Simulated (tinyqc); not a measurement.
Double-gate transistor below threshold, two-dimensional Poisson equation on a small mesh: course of the iteration: Jacobi sweep.

Half of a symmetric double-gate structure: row 0 is the mid-plane of the body, where the normal field vanishes. Mobile charge is neglected (subthreshold), the body is fully depleted, and potentials are counted from the intrinsic level; rows run upward to the gate, columns from source to drain.

Mesh: rows i = 0..2 in the semiconductor (step hs = tb/2, row 2 on the interface), then 1 step(s) ho = tox/1 up to the gate row 3; columns j = 0..4 (step hy = L/4). Box integration, divided by eps0: up_i = eps hy/h of the interval above row i, dn_i = that of the interval below (0 for row 0), lat_i = (sum of eps h/2 over the intervals above and below)/hy, s_i = -q Na w_i hy/eps0 with w_i the semiconductor height of the box (hs/2 for row 0 and the interface row, hs between, 0 in the insulator). Each free node obeys (up + dn + 2 lat) psi = up psi(above) + dn psi(below) + lat [psi(left) + psi(right)] + s.

Free nodes: rows 0..2, columns 1..3, taken row by row from row 0, left to right. t = (up psi(above) + dn psi(below) + lat [psi(left) + psi(right)] + s)/(up + dn + 2 lat), with all neighbours from the previous sweep; psi(new) = t.

Stop when the largest change of psi is below 1e-7 V, or after 400 iterations. Fixed values: gate row Vg - Vfb; column 0 at Vbi and the last column at Vbi + Vd in the semiconductor, each running linearly to Vg - Vfb across the insulator.

Inputs (values chosen for the exercise); semiconductor permittivity close to that of gallium nitride:
```
symbol,value,unit,meaning
eps_r,9.65,,relative permittivity of the semiconductor
eox,22,,relative permittivity of the insulator
tb,6,nm,half the body thickness
tox,5.8,nm,insulator thickness
L,37,nm,channel length
Na,0,cm^-3,acceptor density of the depleted body
Vbi,0.58,V,potential of the source
Vfb,-0.03,V,gate offset
Vg,0,V,gate voltage
Vd,0.05,V,drain voltage
```

Constants: q = 1.602176634e-19 C, eps0 = 8.8541878128e-14 F/cm where lengths are in cm. Results are converted to the units shown.

psi at the start (fixed values on the edges, free nodes at zero) (V):
```
	j=0	j=1	j=2	j=3	j=4
row 0	0.580000	0.000000	0.000000	0.000000	0.630000
row 1	0.580000	0.000000	0.000000	0.000000	0.630000
row 2	0.580000	0.000000	0.000000	0.000000	0.630000
row 3	0.030000	0.030000	0.030000	0.030000	0.030000
```

```
row	up	dn	lat	s (V)
0	29.7542	0	1.56486	0
1	29.7542	29.7542	3.12973	0
2	35.0862	29.7542	8.46216	0
```

Course of the iteration:
```
iteration	psi at row 0, j = 2 (V)	largest |change| of one entry (V)
1	0	0.0781
2	0.00274014	0.0489
3	0.0129686	0.0444
4	0.0286242	0.0295
5	0.0381542	0.0274
6	0.0530369	0.0183
7	0.0607720	0.0173
8	0.0729737	0.0122
9	0.0788828	0.0112
...	...	...
67	0.127820	3.73e-7
68	0.127821	3.67e-7
69	0.127821	2.62e-7
70	0.127821	2.58e-7
71	0.127821	1.83e-7
72	0.127821	1.81e-7
73	0.127821	1.29e-7
74	0.127822	1.27e-7
75	0.127822	9.02e-8
```

Did this iteration meet its convergence test, and what does its course show?

Yes. Converged in 75 iterations. The changes do not fall evenly; from iteration 70 to 75 they shrink by a factor of 1.2 a step on average.

tinyqc, about 0.1 s, one thread, Intel Xeon 2.30GHz (shared host): `OMP_NUM_THREADS=1 python tinyqc.py 2480126 2480127 out.jsonl`
